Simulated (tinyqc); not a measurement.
Wafer bonding and layer transfer: bond energy, gap closing, particles, bonding of dissimilar wafers and hydrogen blisters: one step, computed by the program tinyqc. Command: `OMP_NUM_THREADS=1 python tinyqc.py 3025126 3025127 out.jsonl bond walk`. One thread of a shared host (Intel(R) Xeon(R) Processor @ 2.30GHz), about 0.01 s of CPU time with the checks.

gamma is the energy per area of each of the two surfaces; plates are isotropic.

Problem. Bond energy from the blade test. Two cantilevers opened by t_b: gamma = 3 t_b^2 E1 t1^3 E2 t2^3/(16 L^4 (E1 t1^3 + E2 t2^3)).

Inputs (values chosen for the exercise, for model wafers):
```
quantity             value        unit
Young's modulus E1     137         GPa
Young's modulus E2     106         GPa
thickness t1           300  micrometre
thickness t2          1000  micrometre
blade thickness t_b     80  micrometre
crack length L        13.3          mm
```

Pair: two different wafers.

Give: bond energy gamma.

Solution.

bond energy gamma = 0.13708 J/m^2

An error of 5 % in L changes gamma by about 20 %. This is the level of van der Waals or hydrogen bonds, as after contact at room temperature. Caution: the crack is short against the thickness, so root rotation and shear add to the beam formula.
